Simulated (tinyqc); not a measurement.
Thermodynamics of metal silicides: hull, first phase, silicon consumed, nucleation and stability against SiO2. Changing the silicon available t_Si. Computed by tinyqc, a small Python program. Command: `OMP_NUM_THREADS=1 python tinyqc.py 3024115 3024116 out.jsonl silphase sweep`. One thread of a shared host (Intel(R) Xeon(R) Processor @ 2.30GHz), about 0.01 s of CPU time with the checks.

Entropies of formation of the solids are neglected, so heats stand for free energies. Si fractions: M5Si3 0.3750, MSi 0.5000, MSi2 0.6667.

Inputs (values chosen for the exercise, of the order of those of titanium silicides for heats and volumes only): heat of formation of M5Si3 = -73 kJ/mol atoms; heat of formation of MSi = -64.8 kJ/mol atoms; heat of formation of MSi2 = -45.4 kJ/mol atoms; molar volume of M = 10.64 cm^3/mol; molar volume of Si = 12.06 cm^3/mol; metal thickness t = 35 nm.

Phases: M5Si3, MSi, MSi2.

Method. A phase is stable if it lies below every straight line between a phase on its left and one on its right (M and Si at zero). Distance = its heat less the lowest such line, negative for a stable phase. Overall Si fraction x0 = (t_Si/V_Si)/(t_Si/V_Si + t/V_M). In equilibrium the two stable phases that bracket x0 share the atoms by the lever rule.

One run for each value:
```
silicon available t_Si (nm)  overall Si fraction x0  share of atoms in the Si-richer phase
10.5                                        0.20928                                0.55809
28.9                                        0.42146                                0.37169
47.2                                        0.54333                                0.26000
65.6                                        0.62315                                0.73892
84.0                                        0.67922                                0.03766
102.0                                       0.71998                                0.15993
121.0                                       0.75309                                0.25927
139.0                                       0.77797                                0.33390
158.0                                       0.79931                                0.39792
```

Over the rows, overall Si fraction x0 rises from 0.209 to 0.799 (exponent d ln y / d ln x 0.69 between the first rows and 0.21 between the last); share of atoms in the Si-richer phase lies between 0.0377 and 0.739 without a single trend. The share restarts from zero each time x0 passes the composition of a stable phase.

Extremes, crossings and ranges named in words are read from the listed rows.
